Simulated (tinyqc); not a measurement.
Penn model of the dielectric constant and Phillips ionicity: one step. Penn gap from the dielectric constant. Three cases, with inputs chosen for the exercise.

Task: Start with S = 1 and repeat Eg = Ep sqrt(S/(ei - 1)) until Eg changes by less than 1e-6 eV.

n = 32/a^3; Ep^2 = 8 pi c e2 n with c = hbar^2/2m0, e2 = e^2/(4 pi eps0); EF = c (3 pi^2 n)^(2/3); eps = 1 + (Ep/Eg)^2 S with S = 1 - Eg/(4 EF) + (Eg/(4 EF))^2/3, Eg the Penn gap. Core d shells are left out.

Give: Iterations; Penn gap Eg.

Case 1.

Values chosen (out of a larger set: near those of InAs; not measured data): ei = 12.08 (high-frequency dielectric constant).

Ep = 14.15770 eV
EF = 10.08132 eV

Result:

Iterations:
```
step  Eg in (eV)       S  Eg out (eV)
1         4.2533  0.8982       4.0310
2         4.0310  0.9034       4.0425
3         4.0425  0.9031       4.0420
4         4.0420  0.9031       4.0420
5         4.0420  0.9031       4.0420
6         4.0420  0.9031       4.0420
```

Penn gap Eg = 4.042 eV

The factor S lowers the gap by 0.211 eV from the first estimate. The Penn gap is a mean bonding-antibonding separation, near the main peak of eps2, not the smallest gap.

Case 2.

Values chosen (out of a larger set: near those of diamond; not measured data): ei = 5.56 (high-frequency dielectric constant).

Ep = 30.97149 eV
EF = 28.62925 eV

Result:

Iterations:
```
step  Eg in (eV)       S  Eg out (eV)
1        14.5037  0.8787      13.5956
2        13.5956  0.8860      13.6518
3        13.6518  0.8855      13.6483
4        13.6483  0.8856      13.6486
5        13.6486  0.8856      13.6485
6        13.6485  0.8856      13.6486
```

Penn gap Eg = 13.649 eV

The factor S lowers the gap by 0.855 eV from the first estimate. The Penn gap is a mean bonding-antibonding separation, near the main peak of eps2, not the smallest gap.

Case 3.

Values chosen (out of a larger set: near those of GaAs; not measured data): ei = 10.95 (high-frequency dielectric constant).

Ep = 15.67827 eV
EF = 11.55025 eV

Result:

Iterations:
```
step  Eg in (eV)       S  Eg out (eV)
1         4.9703  0.8963       4.7055
2         4.7055  0.9016       4.7195
3         4.7195  0.9013       4.7188
4         4.7188  0.9013       4.7188
5         4.7188  0.9013       4.7188
6         4.7188  0.9013       4.7188
```

Penn gap Eg = 4.719 eV

The factor S lowers the gap by 0.252 eV from the first estimate. The Penn gap is a mean bonding-antibonding separation, near the main peak of eps2, not the smallest gap.

Computed by tinyqc, one run a case: `OMP_NUM_THREADS=1 python tinyqc.py N N+1 out.jsonl` with N = 1651606, 1651863, 1651901; one thread of a shared Intel(R) Xeon(R) Processor @ 2.30GHz, about 0.01 s a run at most.
